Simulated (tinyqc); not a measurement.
Worked calculation: strain-driven roughening and islands of a mismatched epitaxial film. Computed by tinyqc, a small Python program that keeps every step. Command: `OMP_NUM_THREADS=1 python tinyqc.py 3010914 3010915 out.jsonl island walk`. One thread of a shared host (Intel(R) Xeon(R) Processor @ 2.30GHz), about 0.01 s of CPU time with the checks. Intermediate numbers are printed to about 6 digits and carried at full precision; extremes and crossings named in words are read from the listed rows.

Film and substrate share isotropic elastic constants; the film is coherent and biaxially strained.

Inputs (values chosen for the exercise, modelled on InAs on GaAs):

| quantity | value | unit |
|---|---|---|
| misfit \|f\| | 0.0683 | - |
| shear modulus G | 29.9 | GPa |
| Poisson ratio nu | 0.29 | - |
| surface energy gamma | 0.684 | J/m^2 |
| contact angle of the shallow shape theta_1 | 13.5 | degrees |
| contact angle of the steep shape theta_2 | 33.2 | degrees |
| facet energy of shape 1 over gamma | 0.9971 | - |
| facet energy of shape 2 over gamma | 1.053 | - |
| wetting energy gamma_s - gamma | 0.18 | J/m^2 |
| decay length of wetting delta | 0.43 | nm |
| surface mobility D_s nu_s Omega^2/(k_B T) | 3.6e-34 | m^6/(J s) |
| initial ripple amplitude A0 | 0.16 | nm |
| ripple wavelength over the critical one | 2.7 | - |
| island volume V | 7500 | nm^3 |

Transport: surface diffusion.

Constants: e = 1.602176634e-19 C.

## Elastic energy of the flat film

M = 2 G (1 + nu)/(1 - nu); stress = M f; energy density w = M f^2.

biaxial modulus M = 108.651 GPa

stress = 7.42084 GPa

energy density w = 506.844 MJ/m^3

## Asaro-Tiller-Grinfeld instability

A ripple A cos(k x) has the surface chemical potential per volume [gamma k^2 - 2 (1 + nu) w k] A cos(k x), so k_c = 2 (1 + nu) w/gamma. With surface diffusion the amplitude grows at the rate q = B k^2 [2 (1 + nu) w k - gamma k^2], fastest at k_m = (3/4) k_c. B is the surface mobility.

k_c = 1.91178 1/nm

critical wavelength = 3.28657 nm

fastest wavelength = 4.38209 nm

growth time 1/q at k_m = 0.00288249 s

A ripple of A0 needs about 9.1e-4 s to reach a twentieth of its wavelength. Caution: a wavelength of a few nanometres is at the limit of continuum theory, where steps and facets rule.

## A ripple of given wavelength

A ripple A cos(k x) has the surface chemical potential per volume [gamma k^2 - 2 (1 + nu) w k] A cos(k x), so k_c = 2 (1 + nu) w/gamma. With surface diffusion the amplitude grows at the rate q = B k^2 [2 (1 + nu) w k - gamma k^2], fastest at k_m = (3/4) k_c. B is the surface mobility. Stress at the trough = stress x (1 + 2 k A).

k = 0.708066 1/nm

rate q = 105.221 1/s

q over the largest rate = 0.303298

stress concentration at A0 = 1.22658

The ripple grows.

## Wetting layer

The surface energy depends on thickness as gamma + (gamma_s - gamma) exp(-h/delta). Its curvature adds W2 = (gamma_s - gamma) exp(-h/delta)/delta^2 to the restoring terms; the flat film is stable while W2 > (1 + nu)^2 w^2/gamma, which gives h_c = delta ln[(gamma_s - gamma) gamma/(delta^2 (1 + nu)^2 w^2)], or 0 if negative.

wetting-layer thickness h_c = 0.190561 nm

Wetting is too weak to hold a flat layer thicker than about a monolayer.

## Island nucleation

Shallow faceted island (Tersoff form): E = 4 Gam V^(2/3) tan^(1/3)(theta) - 6 c V tan(theta), Gam = gamma [x/sin(theta) - 1/tan(theta)], x the facet energy over gamma, c = stress^2 (1 - nu)/(2 pi G). The barrier is the maximum of E, at V_c = [4 Gam/(9 c)]^3 / tan^2(theta) (1 GPa nm = 1 J/m^2).

c = 0.208120 GPa

Gam of shape 1 = 0.0724597 J/m^2

critical volume, shape 1 = 0.0642825 nm^3

barrier, shape 1 = 0.0601411 eV

Gam of shape 2 = 0.270115 J/m^2

critical volume, shape 2 = 0.448225 nm^3

barrier, shape 2 = 1.14302 eV

The shallow shape has the lower barrier. Each barrier is a third of the surface term at V_c and scales as Gam^3/c^2, that is as f^(-4). Caution: a critical volume below 1 nm^3 holds fewer than a hundred atoms, so a continuum barrier there has no physical meaning.

## Which shape at the volume V

The two energies cross at V_x^(1/3) = 4 [Gam_2 t2^(1/3) - Gam_1 t1^(1/3)]/(6 c (t2 - t1)), t = tan(theta); mu = dE/dV.

E of shape 1 = -13602.8 eV

E of shape 2 = -36008.1 eV

crossing volume V_x = 3.14399 nm^3

jump of mu at V_x, shape 2 less shape 1 = -172.449 MJ/m^3

At V the steep shape is lower. At V_x the chemical potential drops, so islands that have turned steep grow at the cost of the shallow ones. Caution: a crossing volume under 5 nm^3 is too small for these continuum energies. Caution: the shallow-slope form overstates the relaxation of facets steeper than about 25 degrees.

## Scaling with the misfit

A ripple A cos(k x) has the surface chemical potential per volume [gamma k^2 - 2 (1 + nu) w k] A cos(k x), so k_c = 2 (1 + nu) w/gamma. With surface diffusion the amplitude grows at the rate q = B k^2 [2 (1 + nu) w k - gamma k^2], fastest at k_m = (3/4) k_c. V_c = [4 Gam/(9 c)]^3/tan^2(theta), barrier = (4/3) Gam V_c^(2/3) tan^(1/3)(theta); the growth time is 1/q at k_m.

Misfit scaled at fixed constants:

| \|f\| (%) | fastest wavelength (nm) | growth time (s) | V_c of shape 1 (nm^3) | barrier of shape 1 (eV) |
|---|---|---|---|---|
| 1.7075 | 70.1134 | 1.88907e+02 | 2.63301e+02 | 1.53961e+01 |
| 2.3905 | 35.7721 | 1.28004e+01 | 3.49691e+01 | 4.00773e+00 |
| 3.4150 | 17.5284 | 7.37917e-01 | 4.11408e+00 | 9.62257e-01 |
| 4.7810 | 8.9430 | 5.00015e-02 | 5.46392e-01 | 2.50483e-01 |
| 6.8300 | 4.3821 | 2.88249e-03 | 6.42825e-02 | 6.01411e-02 |
| 9.5620 | 2.2358 | 1.95318e-04 | 8.53738e-03 | 1.56552e-02 |

Halving the misfit stretches the wavelength 4 times, the barrier 16 times, the volume 64 times and the time 256 times: f^(-2), f^(-4), f^(-6), f^(-8). Over these rows the time spans 6.0 decades: strongly mismatched films tend to roughen first, while dilute alloys have time to stay flat. Rows with wavelengths under 10 nm or volumes under 5 nm^3 are beyond the continuum picture.

Checks made by the program: k_m against a numerical maximum of the rate (relative difference 4e-10).
